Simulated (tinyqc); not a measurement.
Epitaxial growth on a vicinal surface: Burton-Cabrera-Frank step flow, step-edge barrier and island nucleation: one step, computed by the program tinyqc. Command: `OMP_NUM_THREADS=1 python tinyqc.py 3000539 3000540 out.jsonl stepflow walk`. One thread of a shared host (Intel(R) Xeon(R) Processor @ 2.30GHz), about 0.01 s of CPU time with the checks.

Adatoms land at rate F, hop on a square grid (a simplification for hexagonal faces), desorb, or join steps. Lengths are in units of a and n is the adatom coverage. Steps ascend at x = 0 and descend at x = l.

Task: Terrace solution. D n'' - n/tau + F = 0 with n(0) = n_eq and -l_s n'(l) = n(l) - n_eq. With u = n - F tau, A = n_eq - F tau, y = l/x_s, s = l_s/x_s: u = A cosh(x/x_s) + B sinh(x/x_s), B = A (1 - cosh y - s sinh y)/(sinh y + s cosh y). Flux into the ascending step J+ = D B/x_s, over the descending one J- = -(D/x_s)(A sinh y + B cosh y); step velocity J+ + J-; growth rate (J+ + J-)/l. For small y: J+ + J- = (F - n_eq/tau) l, J-/J+ = l/(l + 2 l_s). The coverage peaks where n' = 0, tanh(x/x_s) = -B/A.

Inputs (values chosen for the exercise, close to those used for 4H-SiC(0001)): deposition rate F = 0.16 layers/s; temperature T = 1520 C.

D = 5920182 a^2/s

lifetime tau = 0.07532095 s

diffusion length x_s = 667.7677 a

equilibrium coverage n_eq = 7.386834e-05

terrace width l = 11.70055 a

Schwoebel length l_s = 0.7333995 a

Give: J+; J-; growth rate; peak coverage; position of the peak.

Result:

J+ = 0.9852 atoms per step site and s

J- = 0.8754 atoms per step site and s

growth rate = 0.1590 layers/s

peak coverage = 7.438e-05

position of the peak = 6.195 a
